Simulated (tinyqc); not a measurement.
Ballistic transport through the one-dimensional subbands of a rectangular nanowire or nanosheet channel: one step, computed by the program tinyqc. Command: `OMP_NUM_THREADS=1 python tinyqc.py 3012590 3012591 out.jsonl wire walk`. One thread of a shared host (Intel(R) Xeon(R) Processor @ 2.30GHz), about 0.02 s of CPU time with the checks.

Hard walls, parabolic subbands, transport along x. Energies are counted from the bulk conduction band edge at the top of the barrier, which the gate pulls down by U; the source Fermi level lies at the bulk edge when U = 0.

Task: Subbands. E_pq = (hbar^2 pi^2/2)(p^2/(m_y b^2) + q^2/(m_z a^2)); valley pairs: (m_x, m_y, m_z) = (m_t, m_t, m_l), (m_t, m_l, m_t), (m_l, m_t, m_t), each with degeneracy g = 2; the 10 lowest subbands are kept.

Inputs (values chosen for the exercise, modelled on silicon):

| quantity | value | unit |
|---|---|---|
| light mass m_t | 0.19 | m_0 |
| heavy mass m_l | 0.923 | m_0 |
| height a | 3.6 | nm |
| width b | 4.1 | nm |

Valleys: silicon [100] wire.

Constants: hbar^2/(2 m_0) = 3.80998212 eV angstrom^2; k_B = 8.617333262e-05 eV/K.

Give: Subbands.

Result:

Subbands:

| valley axis | p | q | E (meV) | m_x (m_0) |
|---|---|---|---|---|
| z | 1 | 1 | 149.2 | 0.190 |
| y | 1 | 1 | 176.9 | 0.190 |
| z | 1 | 2 | 243.5 | 0.190 |
| y | 2 | 1 | 249.7 | 0.190 |
| x | 1 | 1 | 270.4 | 0.923 |
| y | 3 | 1 | 370.8 | 0.190 |
| z | 1 | 3 | 400.7 | 0.190 |
| z | 2 | 1 | 502.4 | 0.190 |
| y | 4 | 1 | 540.5 | 0.190 |
| z | 2 | 2 | 596.7 | 0.190 |
